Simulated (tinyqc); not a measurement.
UKS/LDA (VWN5) in the sto-3g basis, for H4, spin multiplicity 3, step by step. One step of it, computed by the program tinyqc.

Question. Iteration 1: building the Kohn-Sham matrix. J_ij = sum D_kl (ij|kl) with D = D(alpha) + D(beta); F = H + J + V_xc; E = tr D H + tr D J / 2 + E_xc + E_nn.

D(alpha) at the start:
```
          1H 1s     2H 1s     3H 1s     4H 1s
1H 1s  0.706783  0.065520  0.047435  0.018975
2H 1s  0.065520  0.706783  0.018975  0.047435
3H 1s  0.047435  0.018975  0.706783  0.065520
4H 1s  0.018975  0.047435  0.065520  0.706783
```

D(beta) at the start:
```
          1H 1s     2H 1s     3H 1s     4H 1s
1H 1s  0.235594  0.021840  0.015812  0.006325
2H 1s  0.021840  0.235594  0.006325  0.015812
3H 1s  0.015812  0.006325  0.235594  0.021840
4H 1s  0.006325  0.015812  0.021840  0.235594
```

core Hamiltonian H = T + V (hartree):
```
           1H 1s      2H 1s      3H 1s      4H 1s
1H 1s  -1.554136  -0.926088  -0.424535  -0.281430
2H 1s  -0.926088  -1.554136  -0.281430  -0.424535
3H 1s  -0.424535  -0.281430  -1.554136  -0.926088
4H 1s  -0.281430  -0.424535  -0.926088  -1.554136
```

Two-electron integrals (ij|kl) in chemists' order, unique and non-zero (hartree):
```
(11|11) 0.774606   (21|11) 0.288130   (21|21) 0.139346   (22|11) 0.463001
(22|21) 0.288130   (22|22) 0.774606   (31|11) 0.108681   (31|21) 0.044643
(31|22) 0.079021   (31|31) 0.024444   (32|11) 0.058144   (32|21) 0.029095
(32|22) 0.062276   (32|31) 0.013597   (32|32) 0.008927   (33|11) 0.319429
(33|21) 0.141854   (33|22) 0.271303   (33|31) 0.108681   (33|32) 0.062276
(33|33) 0.774606   (41|11) 0.062276   (41|21) 0.029095   (41|22) 0.058144
(41|31) 0.013597   (41|32) 0.008782   (41|33) 0.058144   (41|41) 0.008927
(42|11) 0.079021   (42|21) 0.044643   (42|22) 0.108681   (42|31) 0.017950
(42|32) 0.013597   (42|33) 0.079021   (42|41) 0.013597   (42|42) 0.024444
(43|11) 0.141854   (43|21) 0.068528   (43|22) 0.141854   (43|31) 0.044643
(43|32) 0.029095   (43|33) 0.288130   (43|41) 0.029095   (43|42) 0.044643
(43|43) 0.139346   (44|11) 0.271303   (44|21) 0.141854   (44|22) 0.319429
(44|31) 0.079021   (44|32) 0.058144   (44|33) 0.463001   (44|41) 0.062276
(44|42) 0.108681   (44|43) 0.288130   (44|44) 0.774606
```

nuclear repulsion = 2.20264544 hartree

V_xc(alpha) (hartree):
```
           1H 1s      2H 1s      3H 1s      4H 1s
1H 1s  -0.474262  -0.210152  -0.083537  -0.053449
2H 1s  -0.210152  -0.474262  -0.053449  -0.083537
3H 1s  -0.083537  -0.053449  -0.474262  -0.210152
4H 1s  -0.053449  -0.083537  -0.210152  -0.474262
```

V_xc(beta) (hartree):
```
           1H 1s      2H 1s      3H 1s      4H 1s
1H 1s  -0.376289  -0.167451  -0.067120  -0.042873
2H 1s  -0.167451  -0.376289  -0.042873  -0.067120
3H 1s  -0.067120  -0.042873  -0.376289  -0.167451
4H 1s  -0.042873  -0.067120  -0.167451  -0.376289
```

E_xc = sum of w rho eps_xc = -1.36716189 hartree

Give: Coulomb J; F(alpha); F(beta); total energy of this density.

Answer.

Coulomb J (hartree):
```
        1H 1s   2H 1s   3H 1s   4H 1s
1H 1s  1.8279  0.8610  0.3761  0.2415
2H 1s  0.8610  1.8279  0.2415  0.3761
3H 1s  0.3761  0.2415  1.8279  0.8610
4H 1s  0.2415  0.3761  0.8610  1.8279
```

F(alpha) (hartree):
```
         1H 1s    2H 1s    3H 1s    4H 1s
1H 1s  -0.2004  -0.2753  -0.1320  -0.0934
2H 1s  -0.2753  -0.2004  -0.0934  -0.1320
3H 1s  -0.1320  -0.0934  -0.2004  -0.2753
4H 1s  -0.0934  -0.1320  -0.2753  -0.2004
```

F(beta) (hartree):
```
         1H 1s    2H 1s    3H 1s    4H 1s
1H 1s  -0.1025  -0.2326  -0.1155  -0.0828
2H 1s  -0.2326  -0.1025  -0.0828  -0.1155
3H 1s  -0.1155  -0.0828  -0.1025  -0.2326
4H 1s  -0.0828  -0.1155  -0.2326  -0.1025
```

total energy of this density = -1.826883 hartree

This density is the starting one; it is not idempotent, so its energy is not variational and may lie below the converged one.
